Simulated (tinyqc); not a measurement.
# Fully depleted semiconductor-on-insulator film with two gates, non-linear Poisson equation by Newton steps: charge against front-gate voltage

One dimension across the film, front interface at x = 0, back interface at x = ts. psi is counted from the intrinsic level, n = ni exp(psi/Vt) (source grounded), holes neglected, acceptors ionised. Gates act through Cox = eps0 eox/tox and Cbox = 3.9 eps0/tb with potentials G1 = Vg - (phiM - chi - Vt ln(Nc/ni)) and G2 = Vb - (phiB - chi - Vt ln(Nc/ni)). Classical Boltzmann densities, no interface charge, no depletion in the back plane.

ni = sqrt(Nc Nv) exp(-Eg/(2 Vt)), Eg in volts. The Poisson equation eps0 eps_r d2psi/dx2 = q (n + Na), with -eps0 eps_r dpsi/dx = Cox (G1 - psi) at x = 0 and eps0 eps_r dpsi/dx = Cbox (G2 - psi) at x = ts, is solved on 300 equal intervals with half boxes at both ends; N_inv is the trapezoid sum of n. Swing = ln 10/(d ln N_inv/dVg); the last column is (dN_inv/dVb)/(dN_inv/dVg).

Parameters, values chosen for the exercise; band and dielectric values close to those of silicon: temperature T = 300 K; band gap Eg = 1.12 eV; relative permittivity eps_r = 11.7; conduction-band density of states at T Nc = 2.84e19 cm^-3; valence-band density of states at T Nv = 2.7e19 cm^-3; electron affinity chi = 3.98 eV; relative permittivity of the gate insulator (close to silicon dioxide) eox = 3.9; insulator thickness tox = 3 nm; film thickness ts = 6.8 nm; buried-oxide thickness (eps_r 3.9) tb = 14 nm; acceptor density of the film Na = 1e15 cm^-3; work function of the front gate phiM = 4.26 eV; work function of the back plane phiB = 4.48 eV; back-gate voltage Vb = 0 V.

Constants: q = 1.602176634e-19 C, kB = 1.380649e-23 J/K, Vt = kB T/q, eps0 = 8.8541878128e-14 F/cm where lengths are in cm. Results are converted to the units shown.

Charge against front-gate voltage:
```
Vg (V)	psi front (V)	psi back (V)	N_inv (cm^-2)	centroid/ts	swing (mV/decade)	q dN_inv/dVg over Cox	back/front leverage
-0.15	0.120	0.111	6.46e5	0.473	75.5	2.74e-6	0.268
0	0.246	0.220	6.39e7	0.418	74.9	2.73e-4	0.258
0.15	0.372	0.329	6.36e9	0.365	76.6	0.0266	0.248
0.3	0.474	0.410	2.30e11	0.310	155	0.477	0.236
0.45	0.521	0.435	9.32e11	0.254	392	0.763	0.224
0.6	0.547	0.444	1.81e12	0.214	680	0.852	0.217
0.75	0.564	0.448	2.75e12	0.185	987	0.894	0.213
0.9	0.578	0.451	3.73e12	0.164	1.30e3	0.917	0.210
1.05	0.589	0.452	4.73e12	0.147	1.62e3	0.933	0.208
```

Read the table: what changes, and by how much?

N_inv passes 1e11 cm^-2 at Vg = 0.253 V. The swing starts at 75.5 mV a decade, against (1 + k) Vt ln 10 = 70.5 for a front channel with k = Cs Cbox/(Cox (Cs + Cbox)) = 0.184, Cs = eps0 eps_r/ts; above threshold this column is no longer a subthreshold swing. The centroid falls from 0.473 to 0.147 of ts and the leverage of the back gate falls from 0.268 to 0.208. For Vg = 0.6, 0.75, 0.9, 1.05 the density at an interface exceeds 0.3 Nc, where Boltzmann statistics fail. For Vg = 0, 0.15, 0.3, 0.45, 0.6, 0.75, 0.9, 1.05 the classical centroid lies within 3 nm of an interface, where confinement, left out, would push it away.

Range of the model: In so thin a film or at such density quantum confinement moves the charge away from the interfaces and raises the threshold.

Program tinyqc, `OMP_NUM_THREADS=1 python tinyqc.py 2190079 2190080 out.jsonl`; Intel Xeon 2.30GHz, shared host, one thread, about 0.3 s.
